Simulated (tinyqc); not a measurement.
# Surface potential of a MOS transistor: implicit equation and explicit approximations: two studies

p-type body, charge-sheet picture, depletion and inversion only, full ionisation (an idealisation for deep acceptors), Boltzmann statistics (rough once Na exp(x - xn) passes about Nc/7). In units of Vt: xg = (Vg - Vfb)/Vt, x = psi/Vt, G = gamma/sqrt(Vt), xn = (2 phiF + Vc)/Vt. The implicit equation is (xg - x)^2 = G^2 [x - 1 + exp(x - xn)] for x above about 3. Cox = eps0 eox/tox.

Parameters, values chosen for the exercise; band and dielectric values close to those of silicon:

| symbol | value | unit | meaning |
|---|---|---|---|
| T | 250 | K | temperature |
| Eg | 1.13 | eV | band gap |
| eps_r | 11.9 |  | relative permittivity |
| Nc | 2.15e19 | cm^-3 | conduction-band density of states at T |
| Nv | 2.05e19 | cm^-3 | valence-band density of states at T |
| eox | 7.5 |  | relative permittivity of the gate insulator (close to silicon nitride) |
| tox | 31 | nm | insulator thickness |
| Na | 1.1e17 | cm^-3 | acceptor density |
| Vfb | -0.73 | V | flat-band voltage |
| Vc | 0 | V | channel-body voltage |
| Vg | 1.22 | V | gate-body voltage |

Constants: q = 1.602176634e-19 C, kB = 1.380649e-23 J/K, Vt = kB T/q, eps0 = 8.8541878128e-14 F/cm where lengths are in cm. Results are converted to the units shown.

Each table varies one quantity; the others keep the values above.

## Accuracy of the approximations against gate voltage

ni = sqrt(Nc Nv) exp(-Eg/(2 Vt)), Eg in volts; phiF = Vt ln(Na/ni); gamma = sqrt(2 q eps0 eps_r Na)/Cox; VT = Vfb + Vt (xn + G sqrt(xn - 1)). Depletion value a = 1 + [sqrt(G^2/4 + xg - 1) - G/2]^2; inversion value b = xn + ln[(xg - xn)^2/G^2 - xn + 1] and first guess y = min(a, b) - ln(1 + exp(-|a - b|)) if a > xn + 1, else b = y = a; one second-order correction with D = exp(y - xn), p = 2 (xg - y) + G^2 (1 + D), w = (xg - y)^2 - G^2 (y - 1 + D): z = y + 2 w/(p + sqrt(p^2 - 2 (2 - G^2 D) w)), or the Newton step z = y + w/p where the root is not real. N_inv = (Cox Vt G/q) [sqrt(x - 1 + exp(x - xn)) - sqrt(x - 1)] at the root. Lambert form (Cox m Vt/q) W0[(G/(2 m sqrt(xn - 1))) exp((Vg - VT)/(m Vt))], m = 1 + G/(2 sqrt(xn - 1)). Errors under 1e-4 mV, and the linear form below VT, are printed as 0.

Accuracy of the approximations against gate voltage:

| Vg (V) | psi (V) | x - xn | error of y (mV) | error of z (mV) | N_inv (cm^-2) | Cox (Vg - VT)/q (cm^-2) | Lambert form (cm^-2) |
|---|---|---|---|---|---|---|---|
| 0.62 | 0.6416 | -12.17 | 0 | 0 | 8.549e4 | 0 | 5.069e4 |
| 0.82 | 0.7711 | -6.156 | 0.0156 | 0 | 3.172e7 | 0 | 2.697e7 |
| 1.02 | 0.8990 | -0.2190 | 5.59 | -0.0158 | 1.106e10 | 1.725e9 | 1.108e10 |
| 1.22 | 0.9587 | 2.553 | 10.6 | -0.586 | 1.609e11 | 2.691e11 | 1.637e11 |
| 1.42 | 0.9797 | 3.528 | 7.44 | -0.186 | 3.872e11 | 5.365e11 | 3.938e11 |
| 1.62 | 0.9922 | 4.106 | 5.69 | -0.0784 | 6.304e11 | 8.039e11 | 6.404e11 |
| 1.82 | 1.001 | 4.523 | 4.69 | -0.0425 | 8.803e11 | 1.071e12 | 8.937e11 |
| 2.02 | 1.008 | 4.853 | 4.03 | -0.0265 | 1.134e12 | 1.339e12 | 1.150e12 |
| 2.22 | 1.014 | 5.129 | 3.56 | -0.0181 | 1.390e12 | 1.606e12 | 1.409e12 |

What does the table show?

psi rises from 0.642 to 1.01 V and ends 5.1 Vt above 2 phiF + Vc. Among the rows the first guess is off by at most 11 mV (at Vg = 1.22 V) and the corrected value by at most 0.59 mV. In the last row the linear form is 16 % above N_inv and the Lambert form 1.4 % above it; in the first row the Lambert form is 41 % below it. For Vg = 1.42, 1.62, 1.82, 2.02, 2.22 the electron quasi-Fermi level lies less than 2 Vt below the band edge at the surface, or above it, where degeneracy and confinement, left out, matter.

## Effect of the insulator thickness at fixed gate voltage

Same model as above.

Effect of the insulator thickness at fixed gate voltage:

| tox (nm) | psi (V) | x - xn | error of y (mV) | error of z (mV) | N_inv (cm^-2) | Cox (Vg - VT)/q (cm^-2) | Lambert form (cm^-2) |
|---|---|---|---|---|---|---|---|
| 10 | 1.034 | 6.030 | 6.50 | -0.125 | 2.588e12 | 3.207e12 | 2.664e12 |
| 14 | 1.018 | 5.289 | 6.41 | -0.118 | 1.560e12 | 1.968e12 | 1.599e12 |
| 19 | 1.001 | 4.522 | 6.81 | -0.142 | 8.794e11 | 1.153e12 | 8.987e11 |
| 26 | 0.9787 | 3.481 | 8.53 | -0.294 | 3.716e11 | 5.381e11 | 3.787e11 |
| 36 | 0.9252 | 0.9981 | 2.97 | -5.09e-3 | 3.640e10 | 7.484e10 | 3.688e10 |
| 50 | 0.7293 | -8.097 | 3.04e-3 | 0 | 4.687e6 | 0 | 3.457e6 |
| 68 | 0.5354 | -17.10 | 0 | 0 | 679.0 | 0 | 159.8 |

As tox goes from 10 to 68, psi falls from 1.03 to 0.535 V, x - xn falls from 6.03 to -17.1 and N_inv falls from 2.59e12 to 679 cm^-2. The Lambert form lies between 0.235 and 1.03 times N_inv. For tox = 10, 14, 19, 26 the electron quasi-Fermi level lies less than 2 Vt below the band edge at the surface, or above it, where degeneracy and confinement, left out, matter.

Computed by the program tinyqc: `OMP_NUM_THREADS=1 python tinyqc.py 2122214 2122215 out.jsonl`, one thread of a shared Intel Xeon 2.30GHz, about 0.01 s for the whole run.
